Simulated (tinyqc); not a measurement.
# Germanium share from the critical thickness

Inverse problem. Critical thickness (Matthews-Blakeslee, 60-degree dislocations): h = bv (1 - nu/4)[ln(h/bv) + 1]/(4 pi e_par (1 + nu)), nu = c12/(c11 + c12). e_par = b1 x. Find e_par and x.

Values chosen for this exercise: lattice mismatch per unit x b1 = 0.0418; elastic constant c11 = 169 GPa; elastic constant c12 = 62.6 GPa; Burgers vector bv = 0.384 nm.

critical thickness = 6.9748479 nm

Answer. For given h the relation is explicit in the strain.

e_par = 1.25 %
x = 0.300

tinyqc, about 0.01 s, one thread, Intel Xeon 2.30GHz (shared host): `OMP_NUM_THREADS=1 python tinyqc.py 2530019 2530020 out.jsonl`
